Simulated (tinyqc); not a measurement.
# Doping and thickness from pinch-off voltage and conductance

Problem. A uniform channel has Vp = q Nd a^2/(2 eps0 eps_r) and G0 = 2 q mu Nd a W/L. Find a and Nd.

Inputs (values chosen for the exercise); material values close to those of gallium arsenide: relative permittivity of the semiconductor eps_r = 12.7; low-field mobility at this doping mu = 4500 cm^2/(V s); gate length L = 0.3 um; gate width W = 50 um.

Constants: q = 1.602176634e-19 C, eps0 = 8.8541878128e-14 F/cm where lengths are in cm. Results are converted to the units shown.

Vp = 3.1345891 V
G0 = 528.71829 mS

Answer. G0 gives the product Nd a and Vp gives Nd a^2; their ratio is a.

a = 200.0 nm
Nd = 1.100e17 cm^-3

Program tinyqc, `OMP_NUM_THREADS=1 python tinyqc.py 2500052 2500053 out.jsonl`; Intel Xeon 2.30GHz, shared host, one thread, about 0.06 s.
